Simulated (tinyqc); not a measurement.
Worked calculation: one-electron ion in a basis of Gaussians. One step of it, computed by the program tinyqc.

Problem. Matrices over normalised Gaussians. With p = a_i + a_j and I(k) = Gamma((k+1)/2) / (2 p^((k+1)/2)): S = I(2l+2), T = (2l+3) a_i a_j S / p, V = -Z I(2l+1), each divided by sqrt(S_ii S_jj).

exponents of r^l exp(-a r^2) (1/bohr^2): [5.177000, 19.180000, 71.020000, 263.000000, 974.200000, 3608.000000, 13360.000000]

Z = 6

l = 0

Give: S; T; V.

Solution.

S:
$$\begin{pmatrix}
1.000 & 0.740 & 0.357 & 0.144 & 0.055 & 0.021 & 0.008 \\
0.740 & 1.000 & 0.740 & 0.357 & 0.144 & 0.055 & 0.021 \\
0.357 & 0.740 & 1.000 & 0.740 & 0.357 & 0.144 & 0.055 \\
0.144 & 0.357 & 0.740 & 1.000 & 0.740 & 0.357 & 0.144 \\
0.055 & 0.144 & 0.357 & 0.740 & 1.000 & 0.740 & 0.357 \\
0.021 & 0.055 & 0.144 & 0.357 & 0.740 & 1.000 & 0.740 \\
0.008 & 0.021 & 0.055 & 0.144 & 0.357 & 0.740 & 1.000
\end{pmatrix}$$

T (hartree):
$$\begin{pmatrix}
7.766 & 9.052 & 5.169 & 2.199 & 0.853 & 0.323 & 0.121 \\
9.052 & 28.770 & 33.539 & 19.154 & 8.147 & 3.162 & 1.196 \\
5.169 & 33.539 & 106.530 & 124.186 & 70.908 & 30.163 & 11.708 \\
2.199 & 19.154 & 124.186 & 394.500 & 459.857 & 262.571 & 111.704 \\
0.853 & 8.147 & 70.908 & 459.857 & 1461.300 & 1703.459 & 972.810 \\
0.323 & 3.162 & 30.163 & 262.571 & 1703.459 & 5412.000 & 6309.099 \\
0.121 & 1.196 & 11.708 & 111.704 & 972.810 & 6309.099 & 20040.000
\end{pmatrix}$$

V (hartree):
$$\begin{pmatrix}
-21.785 & -24.730 & -21.101 & -16.005 & -11.702 & -8.468 & -6.111 \\
-24.730 & -41.932 & -47.601 & -40.619 & -30.808 & -22.525 & -16.301 \\
-21.101 & -47.601 & -80.688 & -91.597 & -78.157 & -59.280 & -43.344 \\
-16.005 & -40.619 & -91.597 & -155.274 & -176.264 & -150.399 & -114.078 \\
-11.702 & -30.808 & -78.157 & -176.264 & -298.845 & -339.245 & -289.480 \\
-8.468 & -22.525 & -59.280 & -150.399 & -339.245 & -575.115 & -652.868 \\
-6.111 & -16.301 & -43.344 & -114.078 & -289.480 & -652.868 & -1106.686
\end{pmatrix}$$
